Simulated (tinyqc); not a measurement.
Junctionless gate-all-around wire, depletion approximation: one step of the calculation.

A uniformly doped n-type wire of radius R under a surrounding gate; long channel. Below flat band a shell from radius rc to R is fully depleted and the neutral core, at channel potential V (0 at the source, Vd at the drain), carries the current with constant mobility; s = (rc/R)^2 is the share of the cross-section that conducts. The edge of the depleted shell is taken as abrupt, so there is no subthreshold current.

Question. Voltages that deplete the wire. Cox = eps0 eox/(R ln(1 + tox/R)); A = q Nd R^2/(4 eps0 eps_r); B = q Nd R/(2 Cox); VT = Vfb - A - B.

Parameters, values chosen for the exercise; material values close to those of silicon: relative permittivity of the semiconductor eps_r = 11.6; relative permittivity of the gate insulator eox = 9; insulator thickness tox = 6.3 nm; wire radius R = 10 nm; donor density Nd = 1.5e19 cm^-3; flat-band voltage Vfb = 0.75 V.

Constants: q = 1.602176634e-19 C, eps0 = 8.8541878128e-14 F/cm where lengths are in cm. Results are converted to the units shown.

Give: Cox; A; B; VT.

Answer.

Cox = 1.631 uF/cm^2
A = 0.5850 V
B = 0.7367 V
VT = -0.5717 V

Of the 1.32 V needed, 55.7 % drops over the insulator. The device is normally on.

Numbers from tinyqc (`OMP_NUM_THREADS=1 python tinyqc.py 2460098 2460099 out.jsonl`; about 0.01 s on one thread of a shared Intel Xeon 2.30GHz).
